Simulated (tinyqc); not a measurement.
Dose and depth of a threshold implant.

Inverse problem. A sheet of D acceptors per cm^2 lies at depth xi inside the depleted layer of a body doped Na. In the depletion approximation VT = Vfb + f2 + q D/Cox + gamma sqrt(f2 + Vsb - q D xi/(eps0 eps_r)), gamma = sqrt(2 eps0 eps_r q Na)/Cox, Cox = eps0 eox/tox. Find gamma, D and xi.

Inputs (values chosen for the exercise); band and dielectric values close to those of 4H silicon carbide: relative permittivity eps_r = 9.59; acceptor density deep in the body Na = 7.7e15 cm^-3; relative permittivity of the gate insulator (close to hafnium oxide) eox = 21.4; insulator thickness tox = 22 nm; flat-band voltage Vfb = -0.95 V; band bending 2 phiF at threshold f2 = 2.8 V.

Constants: q = 1.602176634e-19 C, eps0 = 8.8541878128e-14 F/cm where lengths are in cm. Results are converted to the units shown.

VT against the source at Vsb = 0 and 1.2 V (V): 2.1130726  2.1325939

Answer. With y^2 = f2 - q D xi/(eps0 eps_r) and d the difference of the thresholds over gamma, sqrt(y^2 + Vsb) - y = d gives y = (Vsb - d^2)/(2 d). The first threshold then gives D, and y^2 gives xi.

gamma = 0.05314 V^0.5
D = 1.000e12 cm^-2
xi = 37.00 nm

Program tinyqc, `OMP_NUM_THREADS=1 python tinyqc.py 2080079 2080080 out.jsonl`; Intel Xeon 2.30GHz, shared host, one thread, about 0.5 s.
